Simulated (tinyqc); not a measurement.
Electron-beam lithography: double-Gaussian proximity function, edge placement and dose correction for parallel lines: one step, computed by the program tinyqc. Command: `OMP_NUM_THREADS=1 python tinyqc.py 3111723 3111724 out.jsonl proximity walk`. One thread of a shared host (Intel(R) Xeon(R) Processor @ 2.30GHz), about 0.01 s of CPU time with the checks.

Lines are infinitely long. Absorbed energy is counted so that the middle of a very large area written at dose 1 receives 1; the resist develops where it exceeds 1/2.

Task: Dose to size and latitude. A test line of width w << beta in surroundings of density rho, all at dose d: near its edge E(x) = d [S + eta rho]/(1 + eta), S = [erf((b - x)/alpha) - erf((a - x)/alpha)]/2 for edges a and b, the second term being the background energy. Dose to size d_s = (1 + eta)/(erf(w/alpha) + 2 eta rho), dose = d_s D0; edge slope d [1 - exp(-w^2/alpha^2)]/(sqrt(pi) alpha (1 + eta)); width change per 1 % of dose = 2 x 0.01 x (1/2)/slope.

Inputs (values chosen for the exercise, of the order of those for 10 keV electrons in resist on silicon): forward range alpha = 0.029 micrometre; backscatter ratio eta = 0.9; base dose D0 = 180 microcoulomb/cm^2; width of the test line = 0.11 micrometre; pattern density around the test line = 0.56.

Give: dose to size d_s; dose; edge slope; width change per 1 % of dose; background energy.

Result:

dose to size d_s = 0.9462

dose = 170.3 microcoulomb/cm^2

edge slope = 0.009689 1/nm

width change per 1 % of dose = 1.032 nm

background energy = 0.2510

The background supplies 50 % of the threshold.
